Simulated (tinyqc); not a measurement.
# Fully depleted semiconductor-on-insulator film with two gates, non-linear Poisson equation by Newton steps: two studies

One dimension across the film, front interface at x = 0, back interface at x = ts. psi is counted from the intrinsic level, n = ni exp(psi/Vt) (source grounded), holes neglected, acceptors ionised. Gates act through Cox = eps0 eox/tox and Cbox = 3.9 eps0/tb with potentials G1 = Vg - (phiM - chi - Vt ln(Nc/ni)) and G2 = Vb - (phiB - chi - Vt ln(Nc/ni)). Classical Boltzmann densities, no interface charge, no depletion in the back plane.

Values chosen for this exercise; band and dielectric values those of a made-up semiconductor:
- T = 250 K (temperature)
- Eg = 1.19 eV (band gap)
- eps_r = 10.6 (relative permittivity)
- Nc = 2.53e19 cm^-3 (conduction-band density of states at T)
- Nv = 2.06e19 cm^-3 (valence-band density of states at T)
- chi = 4.54 eV (electron affinity)
- eox = 7.44 (relative permittivity of the gate insulator (close to silicon nitride))
- tox = 2.3 nm (insulator thickness)
- ts = 12 nm (film thickness)
- tb = 37 nm (buried-oxide thickness (eps_r 3.9))
- Na = 1e17 cm^-3 (acceptor density of the film)
- phiM = 5.16 eV (work function of the front gate)
- phiB = 5.59 eV (work function of the back plane)
- Vb = -0.8 V (back-gate voltage)

Constants: q = 1.602176634e-19 C, kB = 1.380649e-23 J/K, Vt = kB T/q, eps0 = 8.8541878128e-14 F/cm where lengths are in cm. Results are converted to the units shown.

Each table varies one quantity; the others keep the values above.

## Charge against front-gate voltage

ni = sqrt(Nc Nv) exp(-Eg/(2 Vt)), Eg in volts. The Poisson equation eps0 eps_r d2psi/dx2 = q (n + Na), with -eps0 eps_r dpsi/dx = Cox (G1 - psi) at x = 0 and eps0 eps_r dpsi/dx = Cbox (G2 - psi) at x = ts, is solved on 300 equal intervals with half boxes at both ends; N_inv is the trapezoid sum of n. Swing = ln 10/(d ln N_inv/dVg); the last column is (dN_inv/dVb)/(dN_inv/dVg).

Results:
```
Vg (V),psi front (V),psi back (V),N_inv (cm^-2),centroid/ts,swing (mV/decade),q dN_inv/dVg over Cox,back/front leverage
0.21,0.140,-0.0192,2.39e3,0.130,51.8,5.94e-9,0.0435
0.36,0.286,0.111,1.89e6,0.118,51.7,4.72e-6,0.0423
0.66,0.557,0.346,3.91e11,0.0936,109,0.460,0.0388
0.81,0.605,0.369,2.18e12,0.0690,357,0.788,0.0349
0.96,0.630,0.374,4.43e12,0.0539,654,0.872,0.0331
1.11,0.646,0.377,6.82e12,0.0445,966,0.910,0.0322
1.26,0.658,0.378,9.29e12,0.0382,1.29e3,0.931,0.0317
1.41,0.667,0.379,1.18e13,0.0335,1.61e3,0.944,0.0313
```

Estimate the missing row, Vg = 0.51 V.

Computed row:
```
Vg (V),psi front (V),psi back (V),N_inv (cm^-2),centroid/ts,swing (mV/decade),q dN_inv/dVg over Cox,back/front leverage
0.51,0.432,0.241,1.51e9,0.109,51.9,0.00374,0.0412
```

With this row back in the table: N_inv passes 1e11 cm^-2 at Vg = 0.611 V. The swing starts at 51.8 mV a decade, against (1 + k) Vt ln 10 = 51.0 for a front channel with k = Cs Cbox/(Cox (Cs + Cbox)) = 0.0291, Cs = eps0 eps_r/ts; above threshold this column is no longer a subthreshold swing. The centroid falls from 0.130 to 0.0335 of ts and the leverage of the back gate falls from 0.0435 to 0.0313. For Vg = 0.81, 0.96, 1.11, 1.26, 1.41 the density at an interface exceeds 0.3 Nc, where Boltzmann statistics fail. In every row the classical centroid lies within 3 nm of an interface, where confinement, left out, would push it away.

## Threshold and coupling against the film thickness

VT is the Vg for N_inv = 1e11 cm^-2; -dVT/dVb from the linearised equation. Limits with Cs = eps0 eps_r/ts: front channel Cs Cbox/(Cox (Cs + Cbox)), back channel Cbox (Cox + Cs)/(Cox Cs). Swing at N_inv = 1e8 cm^-2.

Results:
```
ts (nm),VT (V),centroid/ts at VT,-dVT/dVb,front-channel limit,back-channel limit,swing (mV/decade)
4,0.611,0.263,0.0416,0.0313,0.0724,51.7
7.7,0.610,0.156,0.0416,0.0303,0.109,51.8
11,0.611,0.110,0.0405,0.0294,0.142,51.7
15,0.611,0.0809,0.0390,0.0284,0.182,51.6
21,0.611,0.0574,0.0370,0.0270,0.241,51.5
29,0.612,0.0410,0.0346,0.0253,0.321,51.4
40,0.614,0.0290,0.0317,0.0233,0.430,51.2
```

Estimate the missing row, ts = 5.6 nm.

Computed row:
```
ts (nm),VT (V),centroid/ts at VT,-dVT/dVb,front-channel limit,back-channel limit,swing (mV/decade)
5.6,0.611,0.206,0.0420,0.0309,0.0883,51.8
```

With this row back in the table: As ts goes from 4 to 40, VT goes from 0.611 through a minimum of 0.610 (at ts = 7.7 among the rows listed) to 0.614 V, the centroid falls from 0.263 to 0.0290 of ts and -dVT/dVb goes from 0.0416 through a maximum of 0.0420 (at ts = 5.6 among the rows listed) to 0.0317. The coupling covers 25.1 % of the way from the front-channel to the back-channel limit in the first row and 2.05 % in the last. For ts = 4, 5.6, 7.7 the film is thin enough for confinement to raise VT, which is left out.

Computed by the program tinyqc: `OMP_NUM_THREADS=1 python tinyqc.py 2190132 2190133 out.jsonl`, one thread of a shared Intel Xeon 2.30GHz, about 0.6 s for the whole run.
